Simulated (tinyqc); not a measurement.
## Scale length and length offset from two DIBL values

Problem. DIBL = exp(-Le/(2 l)) + 2 exp(-Le/l) with Le = L - dL. Find l, dL and the drawn length for a DIBL of 100 mV/V.

DIBL at drawn lengths 83 and 130 nm (mV/V): [116.70679, 25.707458]

Answer. With e = exp(-Le/(2 l)), 2 e^2 + e = DIBL gives e and so Le/l at each length; Le/l is a straight line in L with slope 1/l.

l = 17.00 nm
dL = 3.900 nm
length for 100 mV/V = 87.55 nm

Program tinyqc, `OMP_NUM_THREADS=1 python tinyqc.py 2002175 2002176 out.jsonl`; Intel Xeon 2.30GHz, shared host, one thread, about 0.01 s.
